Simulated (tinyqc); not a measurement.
What each parameter does: optical transitions of a finite quantum well.

Each carrier sees a square well of width L with its own depth V and masses m (inside), mb (outside); c = hbar^2/2m0, k = sqrt(m E/c), kappa = sqrt(mb (V - E)/c), and level n solves k L + 2 atan[(k/m)/(kappa/mb)] = n pi. The envelope is cos(kz) for odd n and sin(kz) for even n inside, joins exp(-kappa (|z| - L/2)) outside, and is normalised to 1. Excitons and band mixing are left out.

Constants: hbar^2/2m0 = 3.80998211 eV angstrom^2; hc = 1239.841984 eV nm.

Values chosen for the exercise (near those of a GaAs well in AlGaAs; not measured data):
```
symbol  value   unit      meaning
L       123     angstrom  well width
Eg      1.52    eV        gap of the well
Vc      0.146   eV        conduction offset
Vv      0.076   eV        valence offset
me      0.0657  m0        electron, well
meb     0.0819  m0        electron, barrier
mh      0.362   m0        heavy hole along z, well
mhb     0.414   m0        heavy hole, barrier
ml      0.0912  m0        light hole along z, well
mlb     0.1076  m0        light hole, barrier
```

Edge wavelength hc/(Eg + e1 + hh1), squared overlap of e1 and hh1, and the confinement energies.

One parameter was then changed.

Results before and after:
```
case,edge (nm),overlap^2,e1 (meV),hh1 (meV)
base,802.5,0.9852,20.3,4.7
changed,800.4,0.9827,23.5,5.6
```

Which of these changes was made? (a) mh = 0.308 m0; (b) Vc = 0.168 eV; (c) Vv = 0.061 eV; (d) me = 0.0723 m0; (e) L = 111 angstrom; (f) Eg = 1.55 eV; (g) meb = 0.0983 m0.

Answer: (e) L = 111 angstrom. Of the candidates, run in turn, only this one gives the changed row.

All candidates:
```
case,edge (nm),overlap^2,e1 (meV),hh1 (meV)
base,802.5,0.9852,20.3,4.7
L = 111 angstrom,800.4,0.9827,23.5,5.6
Eg = 1.55 eV,787.2,0.9852,20.3,4.7
Vc = 0.168 eV,802.1,0.9894,21.0,4.7
Vv = 0.061 eV,802.6,0.9898,20.3,4.5
me = 0.0723 m0,803.0,0.9886,19.3,4.7
mh = 0.308 m0,802.2,0.9894,20.3,5.2
meb = 0.0983 m0,803.0,0.9841,19.4,4.7
```

(tinyqc, `OMP_NUM_THREADS=1 python tinyqc.py 1280202 1280203 out.jsonl`, Intel(R) Xeon(R) Processor @ 2.30GHz, 1 thread, shared host, about 0.06 s.)
